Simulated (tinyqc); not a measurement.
MOSFET in saturation, small-signal circuit and noise: one step of the calculation.

Bias by the inversion coefficient IC = I/Ispec (charge-based model with velocity saturation; weak inversion below 0.1, strong above 10). Common-source circuit: gm, gds, Cgs, Cgd and Cj at the inner nodes, Rg in series with the gate; quasi-static, no source or drain resistance, no gate-body capacitance, no substrate network, no induced gate noise, so fmax is an upper estimate.

Problem. Admittance matrix. Inner admittances at w = 2 pi f: y11 = i w (Cgs + Cgd), y12 = -i w Cgd, y21 = gm - i w Cgd, y22 = gds + i w (Cgd + Cd). Invert to Z, add Rg to Z11 and invert back to Y.

Parameters, values chosen for the exercise:
- f = 1 GHz (signal frequency)

gm = 50.066270 mS
gds = 4.4558980 mS
Cgs = 15.600040 fF
Cgd = 9.6 fF
Cd = 13.2 fF
Rg = 2.8720238 ohm

Wanted: inner y; Y with Rg.

Solution.

inner y (mS):
```
               1             2
1   0.000+0.158i  0.000-0.060i
2  50.066-0.060i  4.456+0.143i
```

Y with Rg (mS):
```
               1             2
1   0.000+0.158i  0.000-0.060i
2  50.066-0.083i  4.456+0.152i
```

Numbers from tinyqc (`OMP_NUM_THREADS=1 python tinyqc.py 2150101 2150102 out.jsonl`; about 0.01 s on one thread of a shared Intel Xeon 2.30GHz).
